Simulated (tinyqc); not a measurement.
Worked calculation: UKS/LDA (PW92) in the sto-3g basis, for H3, spin multiplicity 2. One step of it, computed by the program tinyqc.

Question. Iteration 1: diagonalisation and new density. Diagonalise F' = X^T F X, C = X C', fill 2 alpha and 1 beta electrons from the bottom; D(s) = C_occ C_occ^T; the new density keeps 0.3 of the old one (damping). Each column has its largest component positive (the first on a tie).

F(alpha) (hartree), order 1H 1s, 2H 1s, 3H 1s:
```
[[-0.181690, -0.285723, -0.268152],
 [-0.285723, -0.269207, -0.286460],
 [-0.268152, -0.286460, -0.181870]]
```

F(beta) (hartree), order 1H 1s, 2H 1s, 3H 1s:
```
[[-0.091878, -0.266370, -0.240704],
 [-0.266370, -0.257496, -0.267267],
 [-0.240704, -0.267267, -0.092055]]
```

X, order 1H 1s, 2H 1s, 3H 1s:
```
[[-0.553294, -0.954334, 0.418339],
 [1.103292, -0.001771, 0.418425],
 [-0.550225, 0.956106, 0.418339]]
```

D(alpha) at the start, order 1H 1s, 2H 1s, 3H 1s:
```
[[1.085693, 0.176767, -0.737504],
 [0.176767, 0.175219, 0.173385],
 [-0.737504, 0.173385, 1.089076]]
```

D(beta) at the start, order 1H 1s, 2H 1s, 3H 1s:
```
[[0.174940, 0.175078, 0.174939],
 [0.175078, 0.175216, 0.175077],
 [0.174939, 0.175077, 0.174939]]
```

overlap S, order 1H 1s, 2H 1s, 3H 1s:
```
[[1.000000, 0.452303, 0.452023],
 [0.452303, 1.000000, 0.452302],
 [0.452023, 0.452302, 1.000000]]
```

Give: F' = X^T F X; orbital energies; coefficients C; F' = X^T F X; orbital energies; coefficients C; D(alpha) after iteration 1; D(beta) after iteration 1.

Answer.

F' = X^T F X (alpha) (hartree):
```
[[0.0950, -0.0006, -0.0486],
 [-0.0006, 0.1576, -0.0003],
 [-0.0486, -0.0003, -0.4049]]
```

orbital energies (alpha) (hartree): [-0.4096, 0.0997, 0.1576]

coefficients C (alpha), order 1H 1s, 2H 1s, 3H 1s:
```
[[0.3628, -0.5999, -0.9489],
 [0.5222, 1.0581, -0.0121],
 [0.3643, -0.5787, 0.9614]]
```

F' = X^T F X (beta) (hartree):
```
[[0.1337, -0.0006, -0.0884],
 [-0.0006, 0.2714, -0.0003],
 [-0.0884, -0.0003, -0.3483]]
```

orbital energies (beta) (hartree): [-0.3640, 0.1494, 0.2714]

coefficients C (beta), order 1H 1s, 2H 1s, 3H 1s:
```
[[0.3146, -0.6224, -0.9516],
 [0.6049, 1.0131, -0.0069],
 [0.3163, -0.6104, 0.9588]]
```

D(alpha) after iteration 1, order 1H 1s, 2H 1s, 3H 1s:
```
[[0.6698, -0.2586, 0.1143],
 [-0.2586, 1.0271, -0.2434],
 [0.1143, -0.2434, 0.6540]]
```

D(beta) after iteration 1, order 1H 1s, 2H 1s, 3H 1s:
```
[[0.1217, 0.1857, 0.1221],
 [0.1857, 0.3087, 0.1864],
 [0.1221, 0.1864, 0.1225]]
```
